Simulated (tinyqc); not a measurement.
Tersoff bond-order potential: one step, computed by the program tinyqc. Command: `OMP_NUM_THREADS=1 python tinyqc.py 3016962 3016963 out.jsonl tersoff walk`. One thread of a shared host (Intel(R) Xeon(R) Processor @ 2.30GHz), about 0.01 s of CPU time with the checks.

E = (1/2) sum_(i, j != i) [A exp(-lambda r_ij) - b_ij B exp(-mu r_ij)], b_ij = (1 + (beta zeta_ij)^n)^(-1/(2n)), zeta_ij = sum_(k != i, j) g(theta_ijk), g = 1 + c^2/d^2 - c^2/(d^2 + (h - cos theta)^2), with theta at atom i. Only nearest neighbours count (cut-off function 1 for them, 0 beyond).

Problem. An open trimer. Atom 1 binds atoms 2 and 3, which do not interact. b_12 = b_13 follow from zeta = g(theta); b_21 = b_31 = 1. E = sum over the two bonds of A exp(-lambda r) - (b + 1)/2 B exp(-mu r).

Inputs (values chosen for the exercise, modelled on carbon):

| quantity | value | unit |
|---|---|---|
| A | 1378.5 | eV |
| B | 340.36 | eV |
| lambda | 3.4879 | 1/angstrom |
| mu | 2.2119 | 1/angstrom |
| beta | 1.64e-07 | - |
| n | 0.7326 | - |
| c | 37140 | - |
| d | 4.404 | - |
| h | -0.5784 | - |
| bond length r_12 | 1.5 | angstrom |
| bond length r_13 | 1.58 | angstrom |
| angle theta at atom 1 | 170 | degrees |

Give: g(theta); bond order b_12; repulsive terms; attractive terms B exp(-mu r); energy of the trimer.

Solution.

g(theta) = 6.005e+05

bond order b_12 = 0.8916

repulsive terms (eV): 7.366  5.573

attractive terms B exp(-mu r) (eV): 12.33  10.33

energy of the trimer = -8.496 eV

g is least (g = 1) at cos theta = h, 125.3 degrees, wider than the tetrahedral 109.47.
